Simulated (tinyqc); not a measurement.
Inside a calculation. Model: free and trapped electrons in a MOS channel with a dense trap tail.

tinyqc, about 0.02 s, one thread, Intel Xeon 2.30GHz (shared host): `OMP_NUM_THREADS=1 python tinyqc.py 2222188 2222189 out.jsonl` Printed values are rounded.

p-type body, charge-sheet picture, full ionisation (an idealisation for deep acceptors), Boltzmann statistics for free electrons. e = Ec - EF at the surface. Acceptor-like traps of density D(E) = D0 + De exp(-E/Ew) at depth E below Ec, from 0 to Eu, hold n_t = integral of D(E)/(1 + exp((e - E)/Vt)). psi = Eg - Vt ln(Nv/Na) - e; N_dep = sqrt(2 eps0 eps_r Na (psi - Vt)/q); n_f = sqrt(N_dep^2 + 2 eps0 eps_r Vt Nc exp(-e/Vt)/q) - N_dep; Vg = Vfb + psi + q (N_dep + n_t + n_f)/Cox, Cox = eps0 eox/tox.

Inputs (values chosen for the exercise); band and dielectric values close to those of silicon: temperature T = 400 K; band gap Eg = 1.14 eV; relative permittivity eps_r = 11.6; conduction-band density of states at T Nc = 4.25e19 cm^-3; valence-band density of states at T Nv = 4e19 cm^-3; relative permittivity of the insulator eox = 3.9; insulator thickness tox = 47 nm; acceptor density Na = 1.5e17 cm^-3; flat-band voltage without trapped charge Vfb = -0.8 V; constant background density of acceptor-like traps D0 = 3.4e10 cm^-2 eV^-1; density of the tail at the conduction edge De = 3.9e13 cm^-2 eV^-1; decay energy of the tail Ew = 0.07 eV; depth below Ec down to which the traps reach Eu = 0.78 eV; mobility of free electrons mf = 120 cm^2/(V s); Ec - EF at the surface e = 0.085 eV.

Constants: q = 1.602176634e-19 C, kB = 1.380649e-23 J/K, Vt = kB T/q, eps0 = 8.8541878128e-14 F/cm where lengths are in cm. Results are converted to the units shown.

## Trapped charge

Trapezoid rule on 16 equal steps from 0 to Eu, f = 1/(1 + exp((e - E)/Vt)).

E, point 0 to 16 (eV): [0, 0.04875, 0.0975, 0.1462500, 0.195, 0.2437500, 0.2925, 0.3412500, 0.39, 0.4387500, 0.4875, 0.5362500, 0.585, 0.6337500, 0.6825, 0.7312500, 0.78]
D(E) f, point 0 to 16 (cm^-2 eV^-1): [3.055551e12, 5.040941e12, 5.731817e12, 4.157914e12, 2.343355e12, 1.220715e12, 6.299639e11, 3.315728e11, 1.823704e11, 1.079515e11, 7.085587e10, 5.236776e10, 4.315382e10, 3.856192e10, 3.627349e10, 3.513302e10, 3.456466e10]
n_t = 1.051440e12 cm^-2

With 1600 steps n_t = 1.059e12 cm^-2; the coarse value is 0.72 % below it.

## Charges and gate voltage

psi, N_dep, n_f and Vg as defined, with the n_t given; free share n_f/(n_f + n_t); apparent mobility mf n_f/(n_f + n_t); gate voltage spent on traps q n_t/Cox.

psi = 0.8624543 V
N_dep = 1.261886e12 cm^-2
n_f = 5.234665e11 cm^-2
Vg = 6.248633 V
free share = 33.23794 %
apparent mobility = 39.88552 cm^2/(V s)
gate voltage spent on traps = 2.292870 V
